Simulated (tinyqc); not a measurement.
Effective mass of the heavy-hole band from tabulated energies: one step. Which mass for which use. Three cases, with inputs chosen for the exercise.

Problem. From the fitted m and alpha: momentum mass at energy E, m (1 + 2 alpha E); curvature mass m (1 + 2 alpha E)^3; thermal factors to first order in alpha kT: density of states Nc (1 + 15 alpha kT/4), conductivity mass m (1 + 5 alpha kT). Take E = 3 kT/2.

Constants: kB = 8.617333262e-05 eV/K.

Give: alpha kT; momentum mass; curvature mass; factor on Nc; thermal conductivity mass.

Case 1.

Values chosen (out of a larger set: band of an eight-band Kane model near InP; not measured data): T = 300 K (temperature).

m = 0.8942380 m0
alpha = 7.38074 1/eV

Solution.

alpha kT = 0.1908
momentum mass = 1.40612 m0
curvature mass = 3.47664 m0
factor on Nc = 1.7155
thermal conductivity mass = 1.74737 m0

alpha kT is not small, so first order is only a guide. For a warped valence band one direction does not stand for the whole band.

Case 2.

Values chosen (out of a larger set: band of an eight-band Kane model near GaSb; not measured data): T = 77 K (temperature).

m = 0.5044466 m0
alpha = 3.13439 1/eV

Solution.

alpha kT = 0.0208
momentum mass = 0.53592 m0
curvature mass = 0.60488 m0
factor on Nc = 1.0780
thermal conductivity mass = 0.55690 m0

alpha kT is small, so first order serves. For a warped valence band one direction does not stand for the whole band.

Case 3.

Values chosen (out of a larger set: band of an eight-band Kane model near CdTe; not measured data): T = 300 K (temperature).

m = 0.6978076 m0
alpha = 0.17729 1/eV

Solution.

alpha kT = 0.0046
momentum mass = 0.70740 m0
curvature mass = 0.72699 m0
factor on Nc = 1.0172
thermal conductivity mass = 0.71380 m0

alpha kT is small, so first order serves. For a warped valence band one direction does not stand for the whole band.

Computed by tinyqc, one run a case: `OMP_NUM_THREADS=1 python tinyqc.py N N+1 out.jsonl` with N = 1850055, 1850267, 1850371; one thread of a shared Intel(R) Xeon(R) Processor @ 2.30GHz, about 0.01 s a run at most.
